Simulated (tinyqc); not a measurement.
Worked calculation: CCSD on RHF in the 6-31g basis, for H3+, spin multiplicity 1. One step of it, computed by the program tinyqc.

Question. Orthogonalisation. S = U s U^T; canonical form X = U s^(-1/2), so that X^T S X = 1. Each column of U has its largest component positive (the first on a tie).

overlap S:
```
          1H 1s     1H 2s     2H 1s     2H 2s     3H 1s     3H 2s
1H 1s  1.000000  0.658292  0.289603  0.432519  0.289603  0.432519
1H 2s  0.658292  1.000000  0.432519  0.772822  0.432519  0.772822
2H 1s  0.289603  0.432519  1.000000  0.658292  0.011404  0.123071
2H 2s  0.432519  0.772822  0.658292  1.000000  0.123071  0.356713
3H 1s  0.289603  0.432519  0.011404  0.123071  1.000000  0.658292
3H 2s  0.432519  0.772822  0.123071  0.356713  0.658292  1.000000
```

Give: eigenvalues of S; X.

Answer.

eigenvalues of S: 0.0488  0.2536  0.4408  0.6250  1.3783  3.2535

X:
```
             1        2        3        4        5       6
1H 1s  -0.7944   0.0000   0.5664   1.0342   0.0000  0.2213
1H 2s   3.4826   0.0000  -0.5263   0.0849   0.0000  0.2939
2H 1s   0.2550  -0.8266   0.7750  -0.4721   0.4869  0.1688
2H 2s  -1.9475   1.1352  -0.4846  -0.1968   0.3545  0.2398
3H 1s   0.2550   0.8266   0.7750  -0.4721  -0.4869  0.1688
3H 2s  -1.9475  -1.1352  -0.4846  -0.1968  -0.3545  0.2398
```
